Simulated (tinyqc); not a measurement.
p-type polysilicon, carrier trapping at grain boundaries: one step of the calculation.

One-dimensional grains of size Lg, uniform ionised doping N, monovalent traps Qt at each boundary at a depth Et below (for electrons) or above (for holes) the band edge there, abrupt depletion of width W on each side of a boundary, Boltzmann statistics. xi is the distance from the band edge at the grain centre to the Fermi level. Trapped charge Qt/(1 + exp((xi + VB - Et)/Vt)) = 2 N W, barrier VB = q N W^2/(2 eps0 eps_r).

Task. Depletion width, Fermi level and barrier. If the trap equation with xi = Vt ln(NB/N) has a root W < Lg/2, the grain is partly depleted; otherwise W = Lg/2 and the trap equation gives xi = Et - VB + Vt ln(Qt/(N Lg) - 1). N* = Qt/Lg.

Parameters, values chosen for the exercise; values of the order met in polycrystalline silicon: temperature T = 350 K; relative permittivity eps_r = 11.7; valence-band density of states at T NB = 3.34e19 cm^-3; grain size Lg = 80 nm; trap density of a grain boundary Qt = 7.4e11 cm^-2; depth of the trap level from the majority band edge at the boundary Et = 0.41 eV; doping N = 5.3e17 cm^-3.

Constants: q = 1.602176634e-19 C, kB = 1.380649e-23 J/K, Vt = kB T/q, eps0 = 8.8541878128e-14 F/cm where lengths are in cm. Results are converted to the units shown.

Give: N*; W; xi; VB; share of traps filled.

Result.

N* = 9.2500e16 cm^-3
W = 6.9801 nm
xi = 0.12497 V
VB = 0.019968 V
share of traps filled = 0.99985

N is 5.73 N*, and the grain is partly depleted; VB = 0.662 Vt.

Numbers from tinyqc (`OMP_NUM_THREADS=1 python tinyqc.py 2830184 2830185 out.jsonl`; about 0.01 s on one thread of a shared Intel Xeon 2.30GHz).
